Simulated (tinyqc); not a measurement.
What moves the results: Fermi-Dirac statistics of conduction electrons. A value that a table varies takes the place of the one given here.

Non-parabolic band E (1 + alpha E) = c k^2/m: n = Nc (2/sqrt(pi)) integral_0^infinity sqrt(x (1 + a x)) (1 + 2 a x) dx/(1 + exp(x - eta)) with a = alpha kT and eta = (EF - Ec)/kT; a = 0 gives n = Nc F_1/2(eta).

Constants: hbar^2/2m0 = 3.80998211 eV angstrom^2; kB = 8.617333262e-05 eV/K.

Inputs chosen for the exercise (near those of InAs, lowest valleys alone; not measured data):
```
symbol  value    unit      meaning
m       0.0261   m0        density-of-states mass of the conduction band
T       400      K
alpha   2.89     1/eV      non-parabolicity
m1      0.0261   m0        mass of one isotropic band with spin
L       30       angstrom  confinement length used to compare densities
n       2.6e+18  1/cm^3    electron density
```

## Parabolic against non-parabolic filling

N = 2 (m kB T/(4 pi c))^(3/2) with c = hbar^2/2m0, in 1/angstrom^3; times 1e24 for 1/cm^3. k_F = (3 pi^2 n)^(1/3) and the energy E0 that solves E (1 + alpha E) = c k_F^2/m give the limit of zero temperature.

EF - Ec (meV):
```
n (1/cm^3)  parabolic  non-parabolic  non-parabolic, 0 K
2.0e+16         -70.8          -83.1                10.0
7.0e+16         -23.9          -37.7                22.3
2.0e+17          21.8            4.0                42.5
8.0e+17         111.1           73.7                94.6
2.0e+18         217.2          139.1               153.6
8.0e+18         557.1          290.6               299.5
```

Non-parabolicity lowers EF by 12.3 meV at the lowest density and by 266.5 meV at the highest, where alpha (EF - Ec) = 0.84. Temperature lowers EF below its 0 K value by 93.1 meV at the lowest density and by 8.9 meV at the highest. EF enters the band between 7e+16 and 2e+17 1/cm^3.

## Dimension (statistics of electrons in three, two and one dimensions)

One band edge at E = 0, lambda = sqrt(4 pi c/(m1 kT)) with c = hbar^2/2m0. Densities with spin: n3 = (2/lambda^3) F_1/2(eta), n2 = (2/lambda^2) F_0(eta) with F_0 = ln(1 + exp(eta)), n1 = (2/lambda) F_-1/2(eta). F_j(eta) = (1/Gamma(j + 1)) integral_0^infinity x^j dx/(1 + exp(x - eta)), which tends to exp(eta) for eta << 0.

The last two columns turn the sheet and line densities into volume densities, n2/L and n1/L^2, over n3.

Densities:
```
eta  n3 (1/cm^3)  n2 (1/cm^2)  n1 (1/cm)  (n2/L)/n3  (n1/L^2)/n3
-4      2.96e+15     6.82e+09   1.57e+04       7.67         58.8
-2      2.11e+16     4.77e+10   1.07e+05       7.55         56.6
-1      5.34e+16     1.18e+11   2.55e+05       7.35         53.0
0       1.25e+17     2.60e+11   5.24e+05       6.97         46.7
1       2.57e+17     4.94e+11   8.90e+05       6.41         38.5
2       4.60e+17     7.99e+11   1.27e+06       5.79         30.7
4       1.06e+18     1.51e+12   1.90e+06       4.75         19.8
8       2.83e+18     3.01e+12   2.75e+06       3.54         10.8
```

lambda = 230.7 angstrom

Far below the edge all three follow exp(eta), and the ratios tend to lambda/L = 7.690 and its square. From eta = 4 to 8 the densities grow by 2.67, 1.99 and 1.45, near the powers 2^(3/2), 2 and 2^(1/2) that the densities of states E^(1/2), E^0 and E^(-1/2) give. One subband serves while EF stays several kT below the second, 139.3 kT up for hard walls; rows with a larger eta, if any, overfill it.

## What moves the Fermi level

N = 2 (m kB T/(4 pi c))^(3/2) with c = hbar^2/2m0, in 1/angstrom^3; times 1e24 for 1/cm^3. Each row changes one parameter from the base and keeps the others.

Results:
```
case                parabolic EF - Ec (meV)  non-parabolic EF - Ec (meV)
base                                 260.36                       162.12
m = 0.0235 m0                        289.99                       177.07
T = 450 K                            259.30                       158.57
n = 5.2e+18 1/cm^3                   416.98                       235.01
alpha = 4.335 1/eV                   260.36                       141.07
```

The largest shifts from the base row, up to three for each result and ties (the steps differ in size, so this ranks the rows, not the parameters). parabolic EF - Ec (meV): n +156.63, m +29.63, T -1.06; unchanged at the printed digits by alpha. non-parabolic EF - Ec (meV): n +72.89, alpha -21.05, m +14.95.

Run: tinyqc, `OMP_NUM_THREADS=1 python tinyqc.py 1680505 1680506 out.jsonl`; Intel(R) Xeon(R) Processor @ 2.30GHz, one thread, shared host; about 0.01 s of CPU time with all checks.
